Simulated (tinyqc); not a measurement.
Static screening by free carriers: one step. Lindhard function at one q. Four cases, with inputs chosen for the exercise.

Task: Compare with Thomas-Fermi, 1 + (qTF/q)^2.

Lindhard at zero temperature: eps(q)/eps = 1 + (qTF/q)^2 L(x), x = q/(2 kF), L(x) = 1/2 + ((1 - x^2)/(4x)) ln|(1 + x)/(1 - x)|.

Case 1.

Values chosen (out of a larger set: a free-electron density near that of Al; not measured data): q = 6.02 1/angstrom (wave vector).

kF = 1.753197 1/angstrom
qTF = 2.053856 1/angstrom

Case 2.

Values chosen (out of a larger set: near those of SiC; not measured data): q = 0.0312 1/angstrom (wave vector).

kF = 0.01679501 1/angstrom
qTF = 0.06945727 1/angstrom

Case 3.

Values chosen (out of a larger set: a free-electron density near that of Al; not measured data): q = 1.74 1/angstrom (wave vector).

kF = 1.730426 1/angstrom
qTF = 2.040474 1/angstrom

Case 4.

Values chosen (out of a larger set: near those of GaAs; not measured data): q = 0.00799 1/angstrom (wave vector).

kF = 0.005773575 1/angstrom
qTF = 0.008444984 1/angstrom

Give: x; L(x); eps(q)/eps, Lindhard; eps(q)/eps, Thomas-Fermi.

Result:

Case 1.

x = 1.7169
L(x) = 0.1221
eps(q)/eps, Lindhard = 1.014
eps(q)/eps, Thomas-Fermi = 1.116

The carriers respond with 12 % of their long-wave strength at this q, beyond 2 kF, where no pair of states on the Fermi surface is joined by q.

Case 2.

x = 0.9288
L(x) = 0.6219
eps(q)/eps, Lindhard = 4.082
eps(q)/eps, Thomas-Fermi = 5.956

The carriers respond with 62 % of their long-wave strength at this q. The zero-temperature form is an exercise here: at the temperature of this gas EF is only 0.08 kT.

Case 3.

x = 0.5028
L(x) = 0.9109
eps(q)/eps, Lindhard = 2.253
eps(q)/eps, Thomas-Fermi = 2.375

The carriers respond with 91 % of their long-wave strength at this q.

Case 4.

x = 0.6919
L(x) = 0.8208
eps(q)/eps, Lindhard = 1.917
eps(q)/eps, Thomas-Fermi = 2.117

The carriers respond with 82 % of their long-wave strength at this q. The zero-temperature form is an exercise here: at the temperature of this gas EF is only 0.29 kT.

Computed by tinyqc, one run a case: `OMP_NUM_THREADS=1 python tinyqc.py N N+1 out.jsonl` with N = 1651421, 1651455, 1651510, 1651578; one thread of a shared Intel(R) Xeon(R) Processor @ 2.30GHz, about 0.01 s a run at most.
